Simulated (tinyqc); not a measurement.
Inside a calculation. Model: order-disorder in a binary alloy on two sublattices: Bragg-Williams and pair (quasi-chemical) approximations. Computed by tinyqc, a small Python program that keeps every step. Command: `OMP_NUM_THREADS=1 python tinyqc.py 3022033 3022034 out.jsonl order walk`. One thread of a shared host (Intel(R) Xeon(R) Processor @ 2.30GHz), about 0.01 s of CPU time with the checks. Intermediate numbers are printed to about 6 digits and carried at full precision; extremes and crossings named in words are read from the listed rows.

All z = 6 neighbours of a site lie on the other sublattice. B fills the sublattices with x + eta/2 and x - eta/2; energies are per site, from the pure components: u = -z w y with y the probability of an A-B bond taken in one order.

Inputs (values chosen for the exercise, for a model alloy): ordering energy w = (e_AA + e_BB)/2 - e_AB = 47.3 meV; fraction x of B = 0.5; temperature T = 1300 K.

Lattice: simple cubic (z = 6). Method: plain iteration, 400 steps.

scattering factors f_A, f_B (electrons): [16, 76]

Constants: k_B = 8.617333262e-05 eV/K.

## Critical temperatures

Bragg-Williams: k_B T_c = 2 z w x (1 - x). Pair approximation at x = 1/2: k_B T_c = w/ln(z/(z - 2)).

T_c, Bragg-Williams = 1646.68 K

T_c, pair approximation at x = 1/2 = 1353.74 K

At x = 1/2 the pair value is 0.822 of the Bragg-Williams one; the ratio tends to 1 as z grows.

## Long-range order, Bragg-Williams

Bragg-Williams: u = -z w [x (1 - x) + eta^2/4]; minimising f gives ln[a (1 - b)/(b (1 - a))] = 2 z w eta/(k_B T) =: ln Q, a = x + eta/2, b = x - eta/2. For given Q this is a quadratic for eta, (Q - 1) eta^2/4 - (Q + 1) eta/2 + (Q - 1) x (1 - x) = 0, smaller root: the map eta -> phi(eta). Plain iteration eta = phi(eta), 400 steps at most; start at 0.999 times 2x; stop when |phi - eta| < 1e-10.

Iteration:
```
step       eta  phi(eta)     phi - eta
1     0.999000  0.852549  -1.46451e-01
2     0.852549  0.793164  -5.93852e-02
3     0.793164  0.763554  -2.96099e-02
4     0.763554  0.747461  -1.60929e-02
5     0.747461  0.738327  -9.13362e-03
6     0.738327  0.733020  -5.30769e-03
7     0.733020  0.729894  -3.12603e-03
...        ...       ...           ...
35    0.725280  0.725280  -1.89828e-09
36    0.725280  0.725280  -1.13966e-09
37    0.725280  0.725280  -6.84216e-10
38    0.725280  0.725280  -4.10780e-10
39    0.725280  0.725280  -2.46618e-10
40    0.725280  0.725280  -1.48061e-10
41    0.725280  0.725280  -8.88909e-11
```

order parameter eta = 0.725280

last residual = 8.88909e-11

Converged: eta is 72.5 % of its largest value 2x. Caution: T is near or above the T_c of the better pair approximation, so the true long-range order is lower than Bragg-Williams gives.

## Energy, entropy and site fractions

a = x + eta/2, b = x - eta/2; u = -z w [x (1 - x) + eta^2/4]; s/k_B = [s2(a) + s2(b)]/2, s2(c) = -c ln c - (1 - c) ln(1 - c); gain on ordering = f(eta) - f(0), f = u - T s. Superlattice over fundamental intensity = [eta (f_B - f_A)/2]^2/[(1 - x) f_A + x f_B]^2.

B fraction on its own sublattice = 0.862640

B fraction on the A sublattice = 0.137360

energy u = -108.272 meV/site

entropy s = 0.400142 k_B/site

gain on ordering = -4.49790 meV/site

intensity ratio = 0.223737

The antisite fraction is 0.1374; the dilute estimate exp(-z w/(k_B T)) gives 0.0794.

## Short-range order at the Bragg-Williams T_c

Quasi-chemical disordered state, with T here the Bragg-Williams T_c and not the input T: y^2/[(1 - x - y)(x - y)] = exp(2 w/(k_B T)) =: E, so y = 2 x (1 - x)/(1 + r), r = sqrt(1 - 4 x (1 - x)(1 - 1/E)); Warren-Cowley alpha = 1 - y/(x (1 - x)); u = -z w y.

bond probability y = 0.291285

alpha of the disordered state at the Bragg-Williams T_c = -0.165140

energy of the disordered state = -82.6667 meV/site

Short-range order already holds 17 % of the full ordering energy z w x^2, counted from the random alloy at -z w x (1 - x); Bragg-Williams puts none there.

## Both approximations at x = 1/2

At x = 1/2 the alloy is an Ising model with K = w/(2 k_B T). Bragg-Williams: eta = tanh(z K eta), neighbour correlation -eta^2. Pair: h = (z - 1) artanh(tanh K tanh h), eta = tanh(z h/(z - 1)), correlation -(tanh K + tanh^2 h)/(1 + tanh K tanh^2 h). T is given in units of the Bragg-Williams T_c at x = 1/2, z w/(2 k_B).

Order and neighbour correlation:
```
T/T_c    T (K)  eta, Bragg-Williams  correlation, Bragg-Williams  eta, pair  correlation, pair
0.30    494.00             0.997414                    -0.994834   0.997285          -0.994637
0.45    741.01             0.973976                    -0.948629   0.968967          -0.941778
0.55    905.67             0.935529                    -0.875215   0.913870          -0.848672
0.65   1070.34             0.872065                    -0.760498   0.803082          -0.688371
0.75   1235.01             0.775516                    -0.601426   0.575318          -0.442352
0.85   1399.68             0.629501                    -0.396272   0.000000          -0.193604
0.95   1564.35             0.379485                    -0.144009   0.000000          -0.173661
1.10   1811.35             0.000000                     0.000000   0.000000          -0.150366
1.50   2470.02             0.000000                     0.000000   0.000000          -0.110656
```

The pair approximation loses long-range order between T/T_c = 0.75 and 0.85, at 1354 K, and keeps a correlation of -0.111 in the last row. At its own T_c the correlation is -1/(z - 1) = -0.200, so the fewer the neighbours, the more of the ordering energy is released above T_c.

Checks made by the program: eta against bracketed root finding (relative difference 3e-10).
